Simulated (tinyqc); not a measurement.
Pressure-driven transition between two phases with analytic equations of state: one step, computed by the program tinyqc. Command: `OMP_NUM_THREADS=1 python tinyqc.py 3016484 3016485 out.jsonl transition walk`. One thread of a shared host (Intel(R) Xeon(R) Processor @ 2.30GHz), about 0.04 s of CPU time with the checks.

Each phase obeys E = E0 + (9 B0 V0/h^2) {1 + [h (1 - x) - 1] exp(h (1 - x))}, P = 3 B0 (1 - x) x^-2 exp(h (1 - x)), x = (V/V0)^(1/3), h = (3/2)(B' - 1); E0 = 0 for phase 1 and Delta E0 for phase 2. H = E + P V.

Task: Shift with temperature. Start from P = Delta E0/(V0 of phase 1 - V0 of phase 2); at each P solve P(V) = P for both phases and step P(new) = P - (H_2 - H_1)/(V_2 - V_1); stop when |H_2 - H_1| < 1e-10 eV. At the zero-temperature transition the volume change is V_2/V_1 - 1 and the work is P (V_1 - V_2). At T the condition is H_2 - H_1 - T Delta S = 0, with Delta S constant and thermal expansion left out; the Clausius-Clapeyron slope is dP/dT = Delta S/(V_2 - V_1) at the zero-temperature point.

Inputs (values chosen for the exercise, for two model phases):
```
quantity                                   value             unit
volume V0 of phase 1                        17.1  angstrom^3/atom
B0 of phase 1                               64.1              GPa
B' of phase 1                               3.58                -
volume V0 of phase 2                        13.6  angstrom^3/atom
B0 of phase 2                               75.5              GPa
B' of phase 2                               4.17                -
energy of phase 2 above phase 1, Delta E0  0.073          eV/atom
entropy of phase 2 less phase 1, Delta S    0.18         k_B/atom
temperature T                                900                K
```

Equation of state: Vinet.

V_2 at the transition = 13.03773 angstrom^3

V_1 at the transition = 16.27108 angstrom^3

transition pressure = 3.479558 GPa

Constants: k_B = 8.617333262e-05 eV/K; 1 eV/angstrom^3 = 160.2176634 GPa.

Give: Clapeyron slope; transition pressure at T; linear estimate at T.

Result:

Clapeyron slope = -0.76860 MPa/K

transition pressure at T = 2.7928 GPa

linear estimate at T = 2.7878 GPa

The dense phase has the higher entropy, so heating lowers the transition pressure. Caution: a constant Delta S holds only at high temperature; it vanishes as T goes to 0, so the shift counted from T = 0 is somewhat too large.
